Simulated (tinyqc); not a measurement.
Inversion layer as a triangular well, valleys of the Si type, step by step. Values are carried at full precision from step to step, so a last printed digit may differ when a step is redone from the rounded ones.

Six ellipsoidal valleys with their long axes along the cube axes, mass ml along the axis and mt across it. For a valley whose axis makes the angle theta with the surface normal, 1/m_z = cos^2(theta)/ml + sin^2(theta)/mt sets the confinement; in the plane the masses are m_1 = mt and m_2 = ml mt/m_z, and m_d = sqrt(m_1 m_2).

Constants: e^2/(4 pi eps0) = 14.39964547 eV angstrom; hbar^2/2m0 = 3.80998211 eV angstrom^2; kB = 8.617333262e-05 eV/K.

Inputs chosen for the exercise (near those of Si; not measured data): ml = 0.903 m0 (longitudinal mass); mt = 0.19 m0 (transverse mass); face = 111 (surface); eps = 11.7 (dielectric constant); Ns = 5.6 x 1e12/cm^2 (electron sheet density); Nd = 1.4 x 1e12/cm^2 (depletion charge); eta = 0.75 (share of Ns in the effective field); T = 150 K (temperature); tox = 25 angstrom (SiO2-equivalent oxide thickness).

## Valley masses on the (111) face

Group the valleys by their angle to the normal, heaviest m_z first.

Valleys (masses in m0):
```
valleys g  cos^2(theta)     m_z     m_1     m_2     m_d
6                0.3333  0.2579  0.1900  0.6653  0.3555
```

All valleys are equivalent on this face.

## Effective field

The field is taken as constant, e F = 4 pi (e^2/4 pi eps0)(Nd + eta Ns)/eps, with 1e12/cm^2 = 1e-4/angstrom^2, and the oxide as a hard wall at z = 0; c = hbar^2/2m0.

Find e F, and F in MV/cm (1 MV/cm = 0.01 V/angstrom).

e F = 0.00866092 eV/angstrom
F = 0.8661 MV/cm

## Subband ladders

Level j of a valley lies at E_j = a_j (c (e F)^2/m_z)^(1/3) above the band edge at the surface, with the Airy zeros a_j = 2.338107, 4.087949, 5.520560, 6.786708, 7.944134, 9.022651, 10.040174, 11.008524, 11.936016, 12.828777, and has <z> = 2 E_j/(3 e F).

The ten lowest levels of all groups of valleys together, j = 0, 1, ..., c = hbar^2/2m0; primes mark the groups with lighter m_z.

Subbands:
```
label  valleys g  m_d (m0)  E (eV)  <z> (angstrom)
0              6    0.3555  0.2420           18.62
1              6    0.3555  0.4230           32.56
2              6    0.3555  0.5713           43.98
3              6    0.3555  0.7023           54.06
4              6    0.3555  0.8221           63.28
5              6    0.3555  0.9337           71.87
6              6    0.3555  1.0390           79.98
7              6    0.3555  1.1392           87.69
8              6    0.3555  1.2352           95.08
9              6    0.3555  1.3276          102.19
```

The second subband is 1, 181.1 meV above the first. Levels above about 0.5 eV lie beyond parabolic valleys.

## Fermi level and populations

Subband i holds n_i = g m_d/(2 pi c) kB T ln(1 + exp((EF - E_i)/kB T)) (spin included), and EF is fixed by sum n_i = Ns over the levels listed or, where none are listed, over j = 0 to 9 of each group; 1e12/cm^2 = 1e-4/angstrom^2.

Solve for EF; c = hbar^2/2m0. The mean distance is sum n_i <z>_i/Ns.

EF = 0.2359 eV

Populations:
```
label  (EF - E)/kB T  n (1e12/cm^2)  share (%)
0              -0.47          5.600      100.0
1             -14.48          0.000        0.0
2             -25.95          0.000        0.0
3             -36.08          0.000        0.0
4             -45.35          0.000        0.0
5             -53.99          0.000        0.0
6             -62.13          0.000        0.0
7             -69.88          0.000        0.0
8             -77.31          0.000        0.0
9             -84.46          0.000        0.0
```

mean distance from the surface = 18.62 angstrom

The lowest subband holds 100.0 % of the electrons and is partly degenerate (EF within a few kB T of its edge).

## Effect on the gate capacitance

The charge sits at the mean distance <z> from the surface, which adds (3.9/eps) <z> to the oxide thickness; C/Cox = tox/(tox + 3.9 <z>/eps). The density-of-states term is left out.

added thickness = 6.21 angstrom
C/Cox = 0.801

## Checks

- Lowest level by finite differences against the Airy formula, eV: both 0.2420.

Run: tinyqc, `OMP_NUM_THREADS=1 python tinyqc.py 1250913 1250914 out.jsonl`; Intel(R) Xeon(R) Processor @ 2.30GHz, one thread, shared host; about 0.02 s of CPU time with all checks.
